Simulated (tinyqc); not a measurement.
## Screening length from the swing

Problem. In a simple model of a Schottky-barrier transistor a barrier thinner than d = 2.4 nm is transparent, so the effective barrier is pn - psi (1 - exp(-d/lam)) and the swing beyond flat band is Vt ln 10/(1 - exp(-d/lam)). Find the thermionic swing, lam, and the effective barrier at psi = 0.2 V.

Parameters, values chosen for the exercise: temperature T = 300 K; barrier for electrons at both contacts pn = 0.74 eV.

Constants: q = 1.602176634e-19 C, kB = 1.380649e-23 J/K, Vt = kB T/q. Results are converted to the units shown.

swing in the tunnelling range = 144.00843 mV/decade

Solution. The ratio of the two swings is 1 - exp(-d/lam).

Vt ln 10 = 59.5 mV/decade
lam = 4.50 nm
effective barrier = 0.657 eV

tinyqc, about 0.3 s, one thread, Intel Xeon 2.30GHz (shared host): `OMP_NUM_THREADS=1 python tinyqc.py 2390044 2390045 out.jsonl`
